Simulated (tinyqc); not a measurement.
Band offset from the macroscopic average of a supercell potential: one step. Band offsets. Five cases, with inputs chosen for the exercise.

Task: Give the offsets with semi-local and with corrected band edges.

dEv = Ev(A) - Ev(B) = Ev1 - (dV + Ev2); dEc = Ec(B) - Ec(A) = Eg2 - Eg1 - dEv. The correction of a gap, c = Eg[1] - Eg[0], lowers the valence top by fv c and leaves dV, a ground-state quantity, as it is. Type I: dEv and dEc of one sign; II: opposite signs; III: no overlap of the gaps.

Give: dEv, dEc, semi-local; lowering of the valence tops of A and B; dEv, dEc, corrected.

Case 1.

Values chosen (gaps near those of GaAs and AlAs; shifted at random, so the results belong to these values and not to a real crystal): Ev1 = 3.09 eV (valence top of bulk A above its mean potential); Eg1 = (0.5, 1.58) eV (gap of A: semi-local value, corrected value); fv1 = 0.78 (share of the correction that lowers the valence top of A); Ev2 = 4.84 eV (valence top of bulk B above its mean potential); Eg2 = (1.36, 2.35) eV (gap of B: semi-local value, corrected value); fv2 = 0.24 (the same share for B).

dV = B - A = -2.79743 eV

Result:

dEv, dEc, semi-local (eV): [1.047, -0.187]

lowering of the valence tops of A and B (eV): [0.842, 0.238]

dEv, dEc, corrected (eV): [0.443, 0.327]

The correction moves dEv by -0.60 eV and dEc by +0.51 eV; the type changes from II to I.

Case 2.

Values chosen (gaps near those of GaAs and AlAs; shifted at random, so the results belong to these values and not to a real crystal): Ev1 = 2.57 eV (valence top of bulk A above its mean potential); Eg1 = (0.48, 1.57) eV (gap of A: semi-local value, corrected value); fv1 = 0.44 (share of the correction that lowers the valence top of A); Ev2 = 3.34 eV (valence top of bulk B above its mean potential); Eg2 = (1.44, 2.31) eV (gap of B: semi-local value, corrected value); fv2 = 0.78 (the same share for B).

dV = B - A = -1.14993 eV

Result:

dEv, dEc, semi-local (eV): [0.380, 0.580]

lowering of the valence tops of A and B (eV): [0.480, 0.679]

dEv, dEc, corrected (eV): [0.579, 0.161]

The correction moves dEv by +0.20 eV and dEc by -0.42 eV; the type stays I.

Case 3.

Values chosen (gaps near those of Si and Ge; shifted at random, so the results belong to these values and not to a real crystal): Ev1 = 6.48 eV (valence top of bulk A above its mean potential); Eg1 = (0.6, 1.21) eV (gap of A: semi-local value, corrected value); fv1 = 0.2 (share of the correction that lowers the valence top of A); Ev2 = 4.94 eV (valence top of bulk B above its mean potential); Eg2 = (0.1, 0.72) eV (gap of B: semi-local value, corrected value); fv2 = 0.67 (the same share for B).

dV = B - A = 2.48000 eV

Result:

dEv, dEc, semi-local (eV): [-0.940, 0.440]

lowering of the valence tops of A and B (eV): [0.122, 0.415]

dEv, dEc, corrected (eV): [-0.647, 0.157]

The correction moves dEv by +0.29 eV and dEc by -0.28 eV; the type changes from III to II.

Case 4.

Values chosen (gaps near those of Si and GaP; shifted at random, so the results belong to these values and not to a real crystal): Ev1 = 3.89 eV (valence top of bulk A above its mean potential); Eg1 = (0.58, 1.21) eV (gap of A: semi-local value, corrected value); fv1 = 0.24 (share of the correction that lowers the valence top of A); Ev2 = 3.02 eV (valence top of bulk B above its mean potential); Eg2 = (1.55, 2.27) eV (gap of B: semi-local value, corrected value); fv2 = 0.39 (the same share for B).

dV = B - A = 0.19118 eV

Result:

dEv, dEc, semi-local (eV): [0.679, 0.291]

lowering of the valence tops of A and B (eV): [0.151, 0.281]

dEv, dEc, corrected (eV): [0.808, 0.252]

The correction moves dEv by +0.13 eV and dEc by -0.04 eV; the type stays I.

Case 5.

Values chosen (gaps near those of Si and HfO2; shifted at random, so the results belong to these values and not to a real crystal): Ev1 = 7.74 eV (valence top of bulk A above its mean potential); Eg1 = (0.58, 1.23) eV (gap of A: semi-local value, corrected value); fv1 = 0.52 (share of the correction that lowers the valence top of A); Ev2 = 7.37 eV (valence top of bulk B above its mean potential); Eg2 = (4.07, 5.51) eV (gap of B: semi-local value, corrected value); fv2 = 0.48 (the same share for B).

dV = B - A = -2.29000 eV

Result:

dEv, dEc, semi-local (eV): [2.660, 0.830]

lowering of the valence tops of A and B (eV): [0.338, 0.691]

dEv, dEc, corrected (eV): [3.013, 1.267]

The correction moves dEv by +0.35 eV and dEc by +0.44 eV; the type stays I.

Computed by tinyqc, one run a case: `OMP_NUM_THREADS=1 python tinyqc.py N N+1 out.jsonl` with N = 1880556, 1880639, 1880842, 1881139, 1881152; one thread of a shared Intel(R) Xeon(R) Processor @ 2.30GHz, about 0.01 s a run at most.
